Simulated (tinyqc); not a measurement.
Worked calculation: Hueckel theory of the pi electrons with the omega technique, for the molecule Nc1cccc(=O)cc1 (SMILES; centres numbered as the heavy atoms are written). Computed by tinyqc, a small Python program that keeps every step. Settings: charge = 0, omega = 1.0, damping = 0. Command: `OMP_NUM_THREADS=1 python tinyqc.py 28200 28201 out.jsonl` (the two numbers bound the seeds that draw the settings). One thread of a shared host (Intel(R) Xeon(R) Processor @ 2.60GHz), about 0.04 s of CPU time with the checks.

## The Hueckel matrix

Centres:
```
centre  z_r, pi electrons of the neutral centre         h
1N                                            2  1.500000
2C                                            1  0.000000
3C                                            1  0.000000
4C                                            1  0.000000
5C                                            1  0.000000
6C                                            1  0.000000
7O                                            1  1.000000
8C                                            1  0.000000
9C                                            1  0.000000
```

Bonds:
```
i  j         k
1  2  0.800000
2  3         1
3  4         1
4  5         1
5  6         1
6  7         1
6  8         1
8  9         1
9  2         1
```

H_rr = alpha + h_r beta, H_rs = k_rs beta for bonded centres.

Hueckel matrix in units of beta (H = alpha + beta A):
```
          1N        2C        3C        4C        5C        6C        7O        8C
1N  1.500000  0.800000  0.000000  0.000000  0.000000  0.000000  0.000000  0.000000
2C  0.800000  0.000000  1.000000  0.000000  0.000000  0.000000  0.000000  0.000000
3C  0.000000  1.000000  0.000000  1.000000  0.000000  0.000000  0.000000  0.000000
4C  0.000000  0.000000  1.000000  0.000000  1.000000  0.000000  0.000000  0.000000
5C  0.000000  0.000000  0.000000  1.000000  0.000000  1.000000  0.000000  0.000000
6C  0.000000  0.000000  0.000000  0.000000  1.000000  0.000000  1.000000  1.000000
7O  0.000000  0.000000  0.000000  0.000000  0.000000  1.000000  1.000000  0.000000
8C  0.000000  0.000000  0.000000  0.000000  0.000000  1.000000  0.000000  0.000000
9C  0.000000  1.000000  0.000000  0.000000  0.000000  0.000000  0.000000  1.000000

          9C
1N  0.000000
2C  1.000000
3C  0.000000
4C  0.000000
5C  0.000000
6C  0.000000
7O  0.000000
8C  1.000000
9C  0.000000
```

## Orbitals, round 1

pi electrons, sum of z_r less the charge = 10

Diagonalise; E = alpha + x beta with beta < 0, so the largest x are filled first; degenerate levels share their electrons. P = sum n_i c_ri c_si; each orbital has its largest coefficient positive (the first on a tie).

x values: [2.284929, 1.985714, 1.370095, 1.141922, 0.634038, -0.491022, -0.654222, -1.855372, -1.916083]

occupations: [2.000000, 2.000000, 2.000000, 2.000000, 2.000000, 0.000000, 0.000000, 0.000000, 0.000000]

coefficients:
```
         MO1        MO2        MO3        MO4        MO5        MO6        MO7        MO8
1N  0.417084   0.577957  -0.406434  -0.435027  -0.286204   0.131617   0.143155  -0.124999
2C  0.409227   0.350902   0.065997   0.194717   0.309802  -0.327566  -0.385486   0.524271
3C  0.287610   0.150831   0.468343  -0.020834   0.394783   0.435206  -0.241968  -0.520395
4C  0.247941  -0.051395   0.575677  -0.218508  -0.059495   0.113870   0.543786   0.441256
5C  0.278918  -0.252887   0.320390  -0.228685  -0.432505  -0.491119  -0.113789  -0.298299
6C  0.389366  -0.450766  -0.136713  -0.042633  -0.214730   0.127280  -0.469343   0.112200
7O  0.303026  -0.457299  -0.369398  -0.300394   0.586754  -0.085364   0.283724  -0.039294
8C  0.307731  -0.184906  -0.138301   0.480396  -0.290396   0.513986   0.137119   0.129421
9C  0.313777   0.083595  -0.052773   0.591207   0.030607  -0.379658   0.379636  -0.352324

          MO9
1N   0.047068
2C  -0.200985
3C  -0.011594
4C   0.223199
5C  -0.416075
6C   0.574034
7O  -0.196851
8C  -0.486971
9C   0.359043
```

charge and bond-order matrix P:
```
           1N         2C         3C         4C         5C         6C         7O         8C
1N   1.888687   0.346581  -0.174289  -0.096365   0.126452   0.074886  -0.050055  -0.096361
2C   0.346581   0.857693   0.639563   0.120887  -0.263946  -0.165366   0.124892   0.110992
3C  -0.174289   0.639563   0.962203   0.628474   0.052295  -0.207831   0.166145  -0.257614
4C  -0.096365   0.120887   0.628474   0.893611   0.684589   0.126192  -0.166578  -0.163014
5C   0.126452  -0.263946   0.052295   0.684589   0.967507   0.562828  -0.206531   0.208041
6C   0.074886  -0.165366  -0.207831   0.126192   0.562828   0.842826   0.522875   0.527906
7O  -0.050055   0.124892   0.166145  -0.166578  -0.206531   0.522875   1.743838  -0.171607
8C  -0.096361   0.110992  -0.257614  -0.163014   0.208041   0.527906  -0.171607   0.926252
9C  -0.130634   0.557714   0.155809  -0.175765  -0.197936   0.119860  -0.166575   0.727051

           9C
1N  -0.130634
2C   0.557714
3C   0.155809
4C  -0.175765
5C  -0.197936
6C   0.119860
7O  -0.166575
8C   0.727051
9C   0.917384
```

## Omega technique, round 1

h_r = h_r(0) + omega q_r, omega = 1, with q_r = z_r - P_rr.

matrix after round 1:
```
          1N        2C        3C        4C        5C        6C        7O        8C
1N  1.611313  0.800000  0.000000  0.000000  0.000000  0.000000  0.000000  0.000000
2C  0.800000  0.142307  1.000000  0.000000  0.000000  0.000000  0.000000  0.000000
3C  0.000000  1.000000  0.037797  1.000000  0.000000  0.000000  0.000000  0.000000
4C  0.000000  0.000000  1.000000  0.106389  1.000000  0.000000  0.000000  0.000000
5C  0.000000  0.000000  0.000000  1.000000  0.032493  1.000000  0.000000  0.000000
6C  0.000000  0.000000  0.000000  0.000000  1.000000  0.157174  1.000000  1.000000
7O  0.000000  0.000000  0.000000  0.000000  0.000000  1.000000  0.256162  0.000000
8C  0.000000  0.000000  0.000000  0.000000  0.000000  1.000000  0.000000  0.073748
9C  0.000000  1.000000  0.000000  0.000000  0.000000  0.000000  0.000000  1.000000

          9C
1N  0.000000
2C  1.000000
3C  0.000000
4C  0.000000
5C  0.000000
6C  0.000000
7O  0.000000
8C  1.000000
9C  0.082616
```

## Orbitals, round 2

As before.

x values: [2.351691, 1.973115, 1.381722, 1.166109, 0.340133, -0.426048, -0.657184, -1.767350, -1.862189]

occupations: [2.000000, 2.000000, 2.000000, 2.000000, 2.000000, 0.000000, 0.000000, 0.000000, 0.000000]

coefficients:
```
         MO1        MO2        MO3        MO4        MO5        MO6        MO7        MO8
1N  0.517403   0.551723  -0.246783  -0.534923  -0.173525   0.149519   0.107492  -0.126946
2C  0.478842   0.249519   0.070824   0.297688   0.275727  -0.380781  -0.304807   0.536136
3C  0.311499   0.038505   0.495433   0.180872   0.335245   0.399393  -0.269795  -0.521624
4C  0.241934  -0.174999   0.595001  -0.093607  -0.174370   0.195524   0.492309   0.405472
5C  0.231715  -0.365180   0.263391  -0.280070  -0.376003  -0.503497  -0.106119  -0.238125
6C  0.295460  -0.533678  -0.239625  -0.223884   0.058696   0.035350  -0.419121   0.023115
7O  0.140995  -0.310829  -0.212894  -0.246041   0.699005  -0.051817   0.458886  -0.011423
8C  0.275680  -0.293119  -0.343930   0.300226  -0.312263   0.534697  -0.011452   0.205063
9C  0.332524  -0.023063  -0.210226   0.551840  -0.141879  -0.302590   0.427492  -0.400655

          MO9
1N   0.026709
2C  -0.115965
3C  -0.080822
4C   0.269526
5C  -0.449761
6C   0.582628
7O  -0.275038
8C  -0.451737
9C   0.291907
```

charge and bond-order matrix P:
```
           1N         2C         3C         4C         5C         6C         7O         8C
1N   1.898522   0.321712  -0.189551  -0.075759   0.136946   0.054280  -0.071367  -0.081239
2C   0.321712   0.922418   0.680269   0.076757  -0.297115  -0.118237   0.188740   0.075569
3C  -0.189551   0.680269   0.978144   0.576038   0.023801  -0.136098   0.232625  -0.292377
4C  -0.075759   0.076757   0.576038   0.964700   0.736929   0.066040  -0.274041  -0.120601
5C   0.136946  -0.297115   0.023801   0.736929   0.952482   0.481738  -0.207629   0.227320
6C   0.054280  -0.118237  -0.136098   0.066040   0.481738   0.966197   0.709339   0.469507
7O  -0.071367   0.188740   0.232625  -0.274041  -0.207629   0.709339   1.421925  -0.177883
8C  -0.081239   0.075569  -0.292377  -0.120601   0.227320   0.469507  -0.177883   0.935701
9C  -0.118734   0.527478   0.101577  -0.135033  -0.142211   0.058111  -0.272280   0.761428

           9C
1N  -0.118734
2C   0.527478
3C   0.101577
4C  -0.135033
5C  -0.142211
6C   0.058111
7O  -0.272280
8C   0.761428
9C   0.959912
```

## Omega technique, round 2

As before.

matrix after round 2:
```
          1N        2C        3C        4C        5C        6C        7O        8C
1N  1.601478  0.800000  0.000000  0.000000  0.000000  0.000000  0.000000  0.000000
2C  0.800000  0.077582  1.000000  0.000000  0.000000  0.000000  0.000000  0.000000
3C  0.000000  1.000000  0.021856  1.000000  0.000000  0.000000  0.000000  0.000000
4C  0.000000  0.000000  1.000000  0.035300  1.000000  0.000000  0.000000  0.000000
5C  0.000000  0.000000  0.000000  1.000000  0.047518  1.000000  0.000000  0.000000
6C  0.000000  0.000000  0.000000  0.000000  1.000000  0.033803  1.000000  1.000000
7O  0.000000  0.000000  0.000000  0.000000  0.000000  1.000000  0.578075  0.000000
8C  0.000000  0.000000  0.000000  0.000000  0.000000  1.000000  0.000000  0.064299
9C  0.000000  1.000000  0.000000  0.000000  0.000000  0.000000  0.000000  1.000000

          9C
1N  0.000000
2C  1.000000
3C  0.000000
4C  0.000000
5C  0.000000
6C  0.000000
7O  0.000000
8C  1.000000
9C  0.040088
```

## Convergence

Each round sets h_r = h_r(0) + omega (z_r - P_rr), keeping the share named as damping of the old diagonal; repeat until output and input diagonals agree to 1e-6.

Rounds:
```
round    sum n x  largest |h(out) - h(in)|
1      14.833397                  7.44e-01
2      14.425541                  3.22e-01
3      14.608603                  1.86e-01
4      14.489281                  1.01e-01
5      14.551577                  6.01e-02
6      14.513392                  3.52e-02
7      14.535346                  2.15e-02
8      14.521719                  1.31e-02
9      14.530004                  8.72e-03
10     14.524746                  6.54e-03
11     14.528062                  4.92e-03
12     14.525917                  3.73e-03
13     14.527301                  2.85e-03
14     14.526397                  2.21e-03
15     14.526985                  1.73e-03
16     14.526602                  1.37e-03
17     14.526848                  1.10e-03
18     14.526691                  8.90e-04
19     14.526789                  7.29e-04
20     14.526730                  6.04e-04
21     14.526763                  5.04e-04
22     14.526747                  4.24e-04
23     14.526752                  3.59e-04
24     14.526753                  3.06e-04
25     14.526748                  2.62e-04
26     14.526756                  2.25e-04
27     14.526747                  1.94e-04
28     14.526756                  1.68e-04
29     14.526747                  1.45e-04
30     14.526755                  1.26e-04
31     14.526748                  1.09e-04
32     14.526755                  9.51e-05
33     14.526749                  8.28e-05
34     14.526754                  7.21e-05
35     14.526749                  6.28e-05
36     14.526754                  5.48e-05
37     14.526750                  4.78e-05
38     14.526753                  4.17e-05
39     14.526750                  3.64e-05
40     14.526753                  3.17e-05
```

Not converged within 40 rounds: the residual falls steadily but slowly, by a factor of about 0.87 a step. Reruns: damping 0.5: converged in 16; damping 0.8: not converged.
